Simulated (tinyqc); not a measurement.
Electroplating on a thin resistive seed layer: kinetics, Wagner number and the terminal effect across a wafer: one step, computed by the program tinyqc. Command: `OMP_NUM_THREADS=1 python tinyqc.py 3120309 3120310 out.jsonl terminal walk`. One thread of a shared host (Intel(R) Xeon(R) Processor @ 2.30GHz), about 0.03 s of CPU time with the checks.

Current enters the seed at the rim. The bath is treated as a local resistance per area (no lateral flow in the liquid), two electrons per ion, molar volume 7.11 cm^3/mol, Faraday constant F = e N_A, kinematic viscosity 0.01 cm^2/s, omega = 2 pi x rpm/60; k_B T/e is in volts.

Task: Linear estimate of the terminal effect. Linearised: with R_t = kinetic + bath resistance the current density obeys (1/r)(r i')' = i R_s/R_t, so i = A I_0(r/l), l = sqrt(R_t/R_s); with x = R/l, edge/centre = I_0(x) and edge/mean = x I_0(x)/(2 I_1(x)). Voltage drop in the seed for a uniform current: i R_s R^2/4.

Inputs (values chosen for the exercise, of the order of those for copper plating from an acid sulfate bath): wafer radius R = 7.5 cm; mean current density = 17 mA/cm^2; temperature T = 298 K.

kinetic resistance = 3.776420 ohm cm^2

bath resistance R_b = 62.76596 ohm cm^2

sheet resistance R_s = 15.71429 ohm/square

Give: length l; x = R/l; edge over centre, linear; edge over mean, linear; drop for uniform current.

Result:

length l = 2.0578 cm

x = R/l = 3.6447

edge over centre, linear = 8.3374

edge over mean, linear = 2.1482

drop for uniform current = 3756.7 mV

Caution: the mean current exceeds 0.3 i_L, so depletion of metal ions, left out of the distribution, matters.
